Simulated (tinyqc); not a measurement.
# From one set of inputs to another, one input at a time

Model: lateral field, substrate current, probability of reaching the oxide barrier and hot-carrier lifetime of a silicon transistor (pseudo-two-dimensional and lucky-electron models). Computed by tinyqc, a small Python program. Command: `OMP_NUM_THREADS=1 python tinyqc.py 3025256 3025257 out.jsonl hotcar ladder`. One thread of a shared host (Intel(R) Xeon(R) Processor @ 2.30GHz), about 0.01 s of CPU time with the checks.

Local-field models: a lucky carrier gains its energy at the peak field over a path free of collisions. Voltages are magnitudes.

The inputs printed are set A. Set A is modelled on a silicon p-channel; the values taken over come from a set modelled on a silicon n-channel. Inputs not listed in the table keep their values of set A, so the rows need not describe a real material.

Inputs (values chosen for the exercise, modelled on a silicon p-channel):
```
quantity,value,unit
channel length L,1400,nm
oxide thickness t,24,nm
junction depth x_j,460,nm
mobility mu,110,cm^2/(V s)
saturation velocity v_s,0.7,1e7 cm/s
threshold voltage V_T,0.76,V
gate voltage V_G,3.9,V
drain voltage V_D,9.7,V
ionisation prefactor A_i,8.5e+06,1/cm
ionisation field B_i,3.62,MV/cm
hot-carrier mean free path lambda,5.4,nm
oxide barrier phi_b,4.6,eV
interface-trap threshold phi_it,4.7,eV
lifetime constant H,400,s microampere/micrometre
```

Drain: abrupt.

Constants: eps_0 = 8.8541878128e-12 F/m.

Method:
- C_ox = 3.9 eps_0/t; F_sat = 2 v_s/mu; V_Dsat = V_ov F_sat L/(V_ov + F_sat L), V_ov = V_G - V_T; I_D/W = C_ox v_s (V_ov - V_Dsat).
- Scale length l = 0.22 t^(1/3) x_j^(1/2) (all in cm); F_m = sqrt(((V_D - V_Dsat)/l_e)^2 + F_sat^2), with l_e = l; length of the velocity-saturated region l_e ln((V_D - V_Dsat)/(l_e F_sat) + F_m/F_sat).
- Substrate current I_sub/I_D = (A_i/B_i)(V_D - V_Dsat) exp(-B_i/F_m); probability of reaching the oxide barrier exp(-phi_b/(e lambda F_m)); lifetime tau = (H/(I_D/W)) exp(phi_it/(e lambda F_m)).

Each row keeps all changes above it:
```
input moved,from,to,substrate current I_sub/W (microampere/micrometre),lifetime tau (s),drain current I_D/W (microampere/micrometre)
set A,-,-,4.9233e-02,1.0646e+11,47.38
ionisation field B_i (MV/cm),3.62,1.62,2.3039e+01,1.0646e+11,47.38
channel length L (nm),1400,450,8.2215e+01,7.8716e+09,111.99
threshold voltage V_T (V),0.76,0.63,8.5085e+01,8.4362e+09,119.70
mobility mu (cm^2/(V s)),110,370,2.2764e+02,1.0798e+09,216.57
junction depth x_j (nm),460,110,1.5442e+03,3.6826e+04,216.57
oxide thickness t (nm),24,10,5.9052e+03,1.2561e+03,519.77
hot-carrier mean free path lambda (nm),5.4,7.5,5.9052e+03,1.5828e+02,519.77
```

Substrate current I_sub/W goes from 0.0492 to 5910, a factor 120000 in all. The largest single move comes from ionisation field B_i (a factor 468). Lifetime tau goes from 1.06e11 to 158, a factor 1.49e-9 in all. The largest single move comes from junction depth x_j (a factor 3.41e-5). Drain current I_D/W goes from 47.4 to 520, a factor 11.0 in all. The largest single move comes from oxide thickness t (a factor 2.40). The single moves hold for this order of the switches; the total does not depend on the order.

Caution (rows ionisation field B_i, channel length L, threshold voltage V_T, mobility mu, junction depth x_j, oxide thickness t, hot-carrier mean free path lambda): multiplication above 10 % feeds back on the field and the source barrier (snapback), which the model leaves out.

Extremes, crossings and ranges named in words are read from the listed rows.
